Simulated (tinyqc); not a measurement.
# Strip, Bethe and mean field against temperature

Model: square-lattice Ising model by mean field, Bethe lattice, transfer matrix, exact enumeration and Monte Carlo steps. Computed by tinyqc, a small Python program. Command: `OMP_NUM_THREADS=1 python tinyqc.py 3024456 3024457 out.jsonl ising sweep`. One thread of a shared host (Intel(R) Xeon(R) Processor @ 2.30GHz), about 1 s of CPU time with the checks.

H = -J sum over nearest pairs s_i s_j, s = +-1, no field, periodic boundaries; energies per site are in J. As a lattice gas or an alloy, s marks which species holds the site.

Inputs (values chosen for the exercise, for a model lattice): coupling J = 10.1 meV; strip width w = 2.

Constants: k_B = 8.617333262e-05 eV/K.

Method:
- K = J/(k_B T). Onsager: k_B T_c/J = 2/ln(1 + sqrt 2); mean field: 4; Bethe lattice with z = 4: 2/ln 2.
- K = J/(k_B T). Mean field: m = tanh(4 K m), u = -2 m^2. Bethe: cavity field h = 3 artanh(tanh K tanh h), m = tanh(4h/3), u = -2 (tanh K + tanh^2 h)/(1 + tanh K tanh^2 h). Exact: m = [1 - sinh(2K)^(-4)]^(1/8) below T_c; u = -coth(2K) [1 + (2/pi)(2 tanh^2(2K) - 1) K1(k)], k = 2 sinh(2K)/cosh^2(2K), K1 the complete elliptic integral of the first kind. The largest root is taken.
- Strip of w sites, periodic across (for w = 2 the pair is joined by two bonds): T(s, s') = exp(K [sum_i s_i s'_i + (r(s) + r(s'))/2]), r(s) = sum_i s_i s_(i+1).
- With the eigenvalues l1 > l2: -f/(k_B T) = ln(l1)/w per site; xi = 1/ln(l1/l2) rows.

One run for each value:
```
temperature T (K)  correlation length xi  -f/(k_B T)  m, Bethe  m, mean field  u, Bethe  u, exact
176                               6.3556      1.3744   0.98680        0.98980   -1.9515   -1.9508
216                               3.6584      1.1613   0.95527        0.97087   -1.8476   -1.8394
256                               2.4838      1.0297   0.88189        0.93748   -1.6403   -1.5680
297                               1.8582      0.9428   0.71189        0.88454   -1.2699   -1.0778
337                               1.4994      0.8860   0.13873        0.80988   -0.6881   -0.8712
378                               1.2625      0.8454   0.00000        0.70123   -0.6010   -0.7371
418                               1.1033      0.8169   0.00000        0.54508   -0.5465   -0.6441
458                               0.9874      0.7956   0.00000        0.26072   -0.5009   -0.5736
499                               0.8975      0.7790   0.00000        0.00000   -0.4613   -0.5166
539                               0.8291      0.7664   0.00000        0.00000   -0.4282   -0.4716
```

Describe the trends.

Over the rows, correlation length xi falls from 6.36 to 0.829 (exponent d ln y / d ln x -2.7 between the first rows and -1.0 between the last); -f/(k_B T) falls from 1.37 to 0.766 (exponent d ln y / d ln x -0.82 between the first rows and -0.21 between the last); m, Bethe falls from 0.987 to 0, flat over part of the range.

Extremes, crossings and ranges named in words are read from the listed rows.
